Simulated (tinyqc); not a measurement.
Energy conservation against the time step: molecular dynamics of a small cluster by velocity Verlet steps. Computed by tinyqc, a small Python program. Command: `OMP_NUM_THREADS=1 python tinyqc.py 3027307 3027308 out.jsonl verlet walk`. One thread of a shared host (Intel(R) Xeon(R) Processor @ 2.30GHz), about 0.07 s of CPU time with the checks.

E = sum_i {sum_j A exp(-p (r_ij/r0 - 1)) - xi sqrt(rho_i)}, rho_i = sum_j exp(-2 q (r_ij/r0 - 1)); the force on i is -sum_j w_ij (R_i - R_j)/r_ij with w_ij = -(2p/r0) A exp(-p (r_ij/r0 - 1)) + (xi q/r0) exp(-2 q (r_ij/r0 - 1)) (rho_i^(-1/2) + rho_j^(-1/2)).

Inputs (values chosen for the exercise, for model atoms):
```
quantity,value,unit
length r0,2.7,angstrom
repulsion A,0.14,eV
hopping xi,1.73,eV
decay p,10.5,-
decay q,2.95,-
atomic mass M,160,u
time step dt,4.1,fs
steps,100,-
```

Potential: Gupta.

starting positions (angstrom):
```
,x,y,z
atom 1,-0.03,0.01,-0.09
atom 2,2.56,-0.01,0.02
atom 3,1.27,2.11,0.05
atom 4,1.21,0.75,1.99
atom 5,1.23,0.7,-2.07
```

starting velocities (angstrom/fs):
```
,x,y,z
atom 1,0.00035,0.00065,0.00042
atom 2,-0.00055,-0.00012,-0.0001
atom 3,-0.00026,-0.00024,0.00062
atom 4,-0.00096,-0.0007,-0.00102
atom 5,0.00141,0.0004,9e-05
```

Constants: 1 eV/(angstrom u) = 9.648533212e-03 angstrom/fs^2; k_B = 8.617333262e-05 eV/K.

Method:
- Relax the cluster, diagonalise the Hessian (central differences): omega_max = sqrt(c lambda_max/M). Verlet steps are stable for omega_max dt < 2.
- Velocity Verlet: a = c F/M with c = 9.648533212e-3 angstrom/fs^2 per eV/(angstrom u); R(new) = R + v dt + a dt^2/2; v(new) = v + (a + a(new)) dt/2. Kinetic energy K = M v^2/(2c); temperature T = 2K/((3N - 3) k_B), rotation of the cluster included.
- Runs without thermostat over the same span of time, steps x dt; spread = largest minus smallest value. For contrast, the energy gained over the first 30 dt (dt of the inputs) by explicit Euler steps: R(new) = R + v dt, v(new) = v + a dt.

omega_max dt = 0.171113

Energy error (eV):
```
dt (fs),omega_max dt,"Verlet, spread of U + K","Euler, gain in U + K"
0.5125,0.02139,4.2351e-06,0.00602
1.0250,0.04278,1.6928e-05,0.01236
2.0500,0.08556,6.7626e-05,0.02612
4.1000,0.17111,2.6716e-04,0.05845
8.2000,0.34223,1.0294e-03,0.14775
12.3000,0.51334,2.3056e-03,0.28128
```

The Verlet error grows as dt^2.00 between the first rows, the second order of the method. Euler steps gain energy steadily: over that short span the gain in the first row is already 1400 times the Verlet spread of the whole run, and it grows as dt^1.04, tending to the first order of that method as dt shrinks.

Extremes, crossings and ranges named in words are read from the listed rows.
